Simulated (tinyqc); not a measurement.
# Area and perimeter leakage from two diodes

Inverse problem. A square diode and a finger diode leak I = JA area + JP perimeter. Find JA, JP and the side of the square at which both parts are equal.

areas (um^2): [90000, 64000]
perimeters (um): [1200, 25920]
leakage currents (pA): [0.591, 7.6896000]

Answer. Two linear equations give JA and JP; for a square of side a, JA a^2 = 4 JP a at a = 4 JP/JA.

JA = 2.70e-10 A/cm^2
JP = 2.90e-12 A/cm
side for equal parts = 430 um

tinyqc, about 0.01 s, one thread, Intel Xeon 2.30GHz (shared host): `OMP_NUM_THREADS=1 python tinyqc.py 2290021 2290022 out.jsonl`
